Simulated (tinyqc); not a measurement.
# Sharing a fixed EOT between the layers

Without charge in the stack, a voltage of 1 V over an EOT of 1 nm gives F1 = (V/EOT)(3.9/e1) and F2 = F1 e1/e2; t2 = e2 (EOT/3.9 - t1/e1).

Values chosen for this exercise:
- e1 = 7.48 (relative permittivity of layer 1)
- e2 = 25.4 (relative permittivity of layer 2)

Results:

| t1 (nm) | t2 (nm) | physical thickness (nm) | drop over layer 1 (V) | drop over layer 2 (V) |
|---|---|---|---|---|
| 0 | 6.5128 | 6.5128 | 0 | 1.0000 |
| 0.23 | 5.7318 | 5.9618 | 0.11992 | 0.88008 |
| 0.47 | 4.9168 | 5.3868 | 0.24505 | 0.75495 |
| 0.7 | 4.1358 | 4.8358 | 0.36497 | 0.63503 |
| 0.93 | 3.3548 | 4.2848 | 0.48489 | 0.51511 |
| 1.16 | 2.5738 | 3.7338 | 0.60481 | 0.39519 |
| 1.63 | 0.97779 | 2.6078 | 0.84987 | 0.15013 |

Estimate the missing row, t1 = 1.4 nm.

Computed row:

| t1 (nm) | t2 (nm) | physical thickness (nm) | drop over layer 1 (V) | drop over layer 2 (V) |
|---|---|---|---|---|
| 1.4 | 1.7588 | 3.1588 | 0.72995 | 0.27005 |

With this row back in the table: Each 0.1 nm of layer 1 costs 0.340 nm of layer 2, so the physical thickness falls from 6.51 to 2.61 nm. The fields do not change, 5.21 MV/cm in layer 1 and 1.54 MV/cm in layer 2, and layer 1 takes half of the voltage at t1 = 0.959 nm.

tinyqc, about 0.01 s, one thread, Intel Xeon 2.30GHz (shared host): `OMP_NUM_THREADS=1 python tinyqc.py 2010140 2010141 out.jsonl`
